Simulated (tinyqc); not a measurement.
# Reverse leakage of an n+-p junction: diffusion, generation, trap-assisted and band-to-band tunnelling: leakage components against the reverse bias

One-sided abrupt junction in the depletion approximation, x from the junction (0) to W on the p side, field F = F0 (1 - x/W). Flat quasi-Fermi levels, long p side. Traps generate through SRH with both lifetimes shortened by 1 + Gamma (Hurkx enhancement, form for moderate fields); band-to-band generation is local and needs a total bending above Eg.

ni = sqrt(Nc Nv) exp(-Eg/(2 Vt)), Eg in volts; Vbi = Vt ln(Na Nd/ni^2); W = sqrt(2 eps0 eps_r (Vbi + VR)/(q Na)); F0 = 2 (Vbi + VR)/W; FG = sqrt(24 mt m0 (kB T)^3)/(q hbar); J_diff = q ni^2 sqrt(Dn/tau)(1 - exp(-VR/Vt))/Na. u = (Vbi + VR)(1 - x/W)^2, p = Na exp(-u/Vt), n = Nd exp((u - Vbi - VR)/Vt); G0 = ni^2 (1 - exp(-VR/Vt))/(tau (n + p + 2 ni cosh(Et/Vt))); Gamma = 2 sqrt(3 pi)(F/FG) exp((F/FG)^2); trap-assisted part G0 Gamma; G_bb = Ab F^2.5 exp(-Bb/F) with F in V/cm, zero unless Vbi + VR > Eg. Currents are q times the integrals over 0 to W; J_bb under 1e-8 of J is printed as 0; rows with F0/FG above 2.2, beyond the range of this Gamma, are left out.

Parameters, values chosen for the exercise; band and dielectric values those of a made-up semiconductor:
- T = 400 K (temperature)
- Eg = 1.19 eV (band gap)
- eps_r = 10.5 (relative permittivity)
- Nc = 6.54e17 cm^-3 (conduction-band density of states at T)
- Nv = 1.69e19 cm^-3 (valence-band density of states at T)
- Na = 1.1e16 cm^-3 (acceptor density of the lighter side)
- Nd = 1e20 cm^-3 (donor density of the heavier side)
- tau = 3e-9 s (SRH lifetime of both carriers at zero field)
- Et = 0.06 eV (trap level above the intrinsic level)
- mt = 0.1 m0 (tunnelling mass)
- Dn = 17 cm^2/s (electron diffusion coefficient on the lighter side)
- Ab = 1.5e16 cm^-0.5 V^-2.5 s^-1 (band-to-band prefactor)
- Bb = 1.21e7 V/cm (band-to-band field constant)

Constants: q = 1.602176634e-19 C, kB = 1.380649e-23 J/K, hbar = 1.054571817e-34 J s, m0 = 9.1093837015e-31 kg, Vt = kB T/q, eps0 = 8.8541878128e-14 F/cm where lengths are in cm. Results are converted to the units shown.

The same in every row: J_bb (A/cm^2) = 0.

Leakage components against the reverse bias:
```
VR (V)  F0 (kV/cm)  F0/FG  J_diff (A/cm^2)  J_SRH (A/cm^2)  J_TAT (A/cm^2)  J (A/cm^2)              largest part
0.2           70.5  0.196          1.23e-8         7.27e-6         5.36e-6     1.26e-5            SRH generation
0.5           78.1  0.218          1.23e-8         1.25e-5         1.04e-5     2.30e-5            SRH generation
0.8           85.1  0.237          1.23e-8         1.70e-5         1.55e-5     3.26e-5            SRH generation
1.1           91.5  0.255          1.23e-8         2.10e-5         2.07e-5     4.17e-5            SRH generation
1.4           97.6  0.272          1.23e-8         2.46e-5         2.59e-5     5.04e-5  trap-assisted tunnelling
1.7            103  0.287          1.23e-8         2.79e-5         3.11e-5     5.90e-5  trap-assisted tunnelling
2              109  0.302          1.23e-8         3.10e-5         3.64e-5     6.74e-5  trap-assisted tunnelling
2.3            114  0.317          1.23e-8         3.39e-5         4.17e-5     7.56e-5  trap-assisted tunnelling
2.6            119  0.330          1.23e-8         3.66e-5         4.71e-5     8.37e-5  trap-assisted tunnelling
```

Read the table: what changes, and by how much?

J rises from 1.26e-5 to 8.37e-5 A/cm^2. SRH generation leads at VR = 0.2, trap-assisted tunnelling from 1.4 on. The ratio J_TAT/J_SRH goes from 0.738 to 1.29 as F0/FG goes from 0.196 to 0.330.

Range of the model: The n+ side is degenerate, so Vbi from Boltzmann statistics is only a guide.

Numbers from tinyqc (`OMP_NUM_THREADS=1 python tinyqc.py 2290079 2290080 out.jsonl`; about 0.01 s on one thread of a shared Intel Xeon 2.30GHz).
